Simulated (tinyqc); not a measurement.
Growth with time: grain growth, pinning, strength and diffusional creep of a polycrystal or thin film. Computed by tinyqc, a small Python program. Command: `OMP_NUM_THREADS=1 python tinyqc.py 3026777 3026778 out.jsonl grain walk`. One thread of a shared host (Intel(R) Xeon(R) Processor @ 2.30GHz), about 0.01 s of CPU time with the checks.

One mean grain size d describes the structure.

Inputs (values chosen for the exercise, modelled on nickel):
```
quantity                                    value       unit
boundary energy gamma                        0.79      J/m^2
mobility prefactor M0                     4.5e-05  m^4/(J s)
activation energy of boundary motion Q_m     1.41         eV
anneal temperature T                          550          K
initial grain size d0                          19         nm
particle volume fraction f                 0.0013          -
particle radius r                             8.9         nm
```

Sample: bulk.

Constants: k_B = 8.617333262e-05 eV/K.

Method. M = M0 exp(-Q_m/(k_B T)). The driving pressure is 2 gamma/d. Zener pinning pressure 3 f gamma/(2 r) stops growth at d_Z = 4 r/(3 f). The limit is d_lim = d_Z. dd/dt = 2 M gamma (1/d - 1/d_lim) integrates to 2 M gamma t = d_lim (d0 - d) + d_lim^2 ln[(d_lim - d0)/(d_lim - d)]; without pinning d^2 = d0^2 + 4 M gamma t.

limit d_lim = 9128.21 nm

mobility M = 5.40821e-18 m^4/(J s)

At T:
```
t (s)     free growth (nm)  pinned growth (nm)  d/d_lim
1.50e+04               507               497.3  0.05448
4.90e+04               915               885.0  0.09695
1.50e+05              1601              1509.0  0.16531
4.90e+05              2894              2596.5  0.28445
1.50e+06              5063              4173.6  0.45722
4.90e+06              9151              6384.0  0.69937
1.50e+07             16011              8342.2  0.91389
4.90e+07             28938              9106.1  0.99758
```

The apparent exponent d ln d/d ln t of the pinned growth is at most about 0.49, below the ideal 1/2, and falls to 0.074 in the last rows: pinning hides it late.
